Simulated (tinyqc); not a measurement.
Polycrystalline film, grain-boundary barriers (Seto model): one step of the calculation.

One-dimensional grains of size Lg with donors N; each boundary has Qt acceptor-like traps per area at one level Et below the band edge. Trapped electrons qt deplete a width w = qt/N (both sides together) and raise a barrier Vb = q N w^2/(8 eps0 eps_r). Current crosses the barriers by thermionic emission at small bias. Abrupt depletion, full ionisation, Boltzmann statistics.

Question. Barrier, resistivity and effective mobility. Partly depleted grains: the density at the grain centre is n0 = N and qt = Qt/(1 + 2 (Nc/N) exp((Vb - Et)/Vt)). If that gives qt >= N Lg, the grains are fully depleted: qt = N Lg, w = Lg and n0 = 2 Nc exp((Vb - Et)/Vt)/(Qt/(N Lg) - 1). Resistivity: barriers rb = Vt exp(Vb/Vt)/(q n0 vc Lg), grain interior rg = (1 - w/Lg)/(q mg N); effective mobility 1/(q N (rb + rg)).

Inputs (values chosen for the exercise); values close to those of polycrystalline silicon:
```
symbol,value,unit,meaning
T,250,K,temperature
eps_r,11.7,,relative permittivity of the semiconductor
Lg,200,nm,grain size
Qt,3.2e12,cm^-2,trap density at a boundary
N,1.3e17,cm^-3,donor density
mg,190,cm^2/(V s),mobility inside a grain
vc,6.8e6,cm/s,collection velocity at the barrier
Nc,2.13e19,cm^-3,conduction-band density of states at T
Et,0.49,eV,trap level below the band edge
```

Constants: q = 1.602176634e-19 C, kB = 1.380649e-23 J/K, Vt = kB T/q, eps0 = 8.8541878128e-14 F/cm where lengths are in cm. Results are converted to the units shown.

Find: qt; w; Vb; n0; rb; rg; effective mobility.

Answer.

qt = 1.569e12 cm^-2
w = 120.7 nm
Vb = 0.3661 V
n0 = 1.300e17 cm^-3
rb = 1.822e5 ohm cm
rg = 0.1002 ohm cm
effective mobility = 2.635e-4 cm^2/(V s)

The grains are partly depleted, 49.0 % of the traps are filled and the barriers give 100 % of the resistivity.

Program tinyqc, `OMP_NUM_THREADS=1 python tinyqc.py 2610040 2610041 out.jsonl`; Intel Xeon 2.30GHz, shared host, one thread, about 0.01 s.
